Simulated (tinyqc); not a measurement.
# Worked calculation: bandgap voltage reference from two bipolar transistors

Computed by the program tinyqc: `OMP_NUM_THREADS=1 python tinyqc.py 2062199 2062200 out.jsonl`, one thread of a shared Intel Xeon 2.30GHz, about 0.01 s for the whole run. Printed values are rounded.

Two transistors of area 1 and N carry the same current I. Is(T) = Is (T/T0)^eta exp[(Vg0 q/kB)(1/T0 - 1/T)], VBE1 = Vt ln(I/Is(T)) + I rb, VBE2 = Vt ln(I/(N Is(T))) + I rb/N. The amplifier forces I R1(T) = VBE1 - VBE2 + Vos, with R(T) = R (1 + tc (T - T0)) for both resistors, and the output is Vref = VBE1 + I R2(T). Base currents and the Early effect are neglected.

Parameters, values chosen for the exercise; values of the order met in silicon bipolar transistors: reference temperature T0 = 323 K; band-gap voltage extrapolated to 0 K Vg0 = 1.185 V; temperature exponent of the saturation current eta = 3; saturation current of the unit transistor at T0 Is = 4.2e-17 A; area ratio of the second transistor N = 10; resistor across which the difference of VBE falls, at T0 R1 = 8.6 kohm; temperature coefficient of both resistors tc = 0 ppm/K; offset of the amplifier Vos = 0 mV; series resistance of the unit transistor rb = 140 ohm; output resistor at T0 R2 = 70.58 kohm; temperature T = 333 K.

Constants: q = 1.602176634e-19 C, kB = 1.380649e-23 J/K. Results are converted to the units shown.

## Operating point at the reference temperature

Vt = kB T/q; I = (Vt ln N + Vos)/(R1(T) - rb (1 - 1/N)). Evaluate at T = T0.

Vt = 0.02783399 V
I = 7.563149 uA
Is(T) = 4.2e-17 A
VBE1 = 0.7224222 V
I R2 = 0.5338070 V
Vref = 1.256229 V

## Operating point at another temperature

Vt = kB T/q; I = (Vt ln N + Vos)/(R1(T) - rb (1 - 1/N)).

Vt = 0.02869572 V
I = 7.797302 uA
Is(T) = 1.652789e-16 A
VBE1 = 0.7063511 V
I R2 = 0.5503336 V
Vref = 1.256685 V

From T0 to T, VBE1 changes by -16.1 mV and I R2 by 16.5 mV, which leaves 0.455 mV in Vref.

## Resistor for zero slope at T0, ideal case

With tc = 0, Vos = 0 and rb = 0 the current is proportional to T, dVBE/dT = (VBE - Vg0 - (eta - 1) Vt)/T, and Vref has zero slope at T0 when Vref = Vg0 + (eta - 1) Vt0. Find VBE1, its slope, that Vref, R2/R1 and the curvature d2Vref/dT2 = -(eta - 1) kB/(q T0).

VBE1 = 0.7209526 V
dVBE/dT = -1.609026 mV/K
Vref = 1.240668 V
R2/R1 = 8.109134
curvature = -0.5335810 uV/K^2
